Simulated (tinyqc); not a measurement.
Mobility limited by charged threading dislocations: one step, computed by the program tinyqc.

Parallel lines trap electrons, one site every c, and the current flows across them. Donors are taken as fully ionised and statistics as non-degenerate; SI units, mass times m_0.

Problem. Dislocation scattering. tau(k) = hbar^3 (eps eps_0)^2 c^2 (1 + 4 lambda^2 k^2)^(3/2)/(N_dis m e^4 f^2 lambda^4), k the wave number across the lines; mu_dis = (e/m) int x tau exp(-x) dx with x = hbar^2 k^2/(2 m k_B T), 160 Gauss-Legendre points in sqrt(x) from 0 to sqrt(32). Closed form for lambda k >> 1: mu = 30 sqrt(2 pi) (eps eps_0)^2 c^2 (k_B T)^(3/2)/(N_dis e^3 f^2 lambda sqrt(m)).

Inputs (values chosen for the exercise, modelled on germanium on silicon):

| quantity | value | unit |
|---|---|---|
| effective mass m | 0.12 | m_0 |
| permittivity eps | 16 | - |
| site spacing c along the line | 4 | angstrom |
| acceptor level E_t below the band edge | 0.3 | eV |
| dislocation density N_dis | 8.5e+08 | 1/cm^2 |
| temperature T | 300 | K |

Band: parabolic. Filling of the line: given.

screening length lambda = 11.97612 nm

filling f = 0.5

Constants: hbar = 1.054571817e-34 J s; eps_0 = 8.8541878128e-12 F/m; m_0 = 9.1093837015e-31 kg; k_B = 1.380649e-23 J/K; e = 1.602176634e-19 C.

Give: tau at x = 1; dislocation mobility; closed form.

Solution.

tau at x = 1 = 394.2 fs

dislocation mobility = 18841 cm^2/(V s)

closed form = 18601 cm^2/(V s)

The closed form is 98.7 % of the integral. Caution: the potential of a line filled this far exceeds the acceptor depth E_t = 0.3 eV, so its own charge would keep f lower. Caution: the Read radius sqrt(f/(pi c N)) exceeds three screening lengths: the line potential is not weak, and the Born approximation overstates the scattering, possibly several times.
